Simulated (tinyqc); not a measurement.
Gate sheet resistance from two finger widths.

Problem. At low frequency R = Rsh Wf/(3 L) + B/Wf, where B collects the channel and vertical terms. Find Rsh, B and the width of lowest R.

Values chosen for this exercise:
- L = 0.2 um (channel length)

input resistance of single fingers, contacted at one end, of width 0.95 and 9.7 um (ohm): [329.01316, 272.39691]

Solution. R Wf is a straight line in Wf^2; the minimum of R lies where both terms are equal.

Rsh = 15.0 ohm/square
B = 290 ohm um
width of lowest R = 3.41 um

Numbers from tinyqc (`OMP_NUM_THREADS=1 python tinyqc.py 2262205 2262206 out.jsonl`; about 0.01 s on one thread of a shared Intel Xeon 2.30GHz).
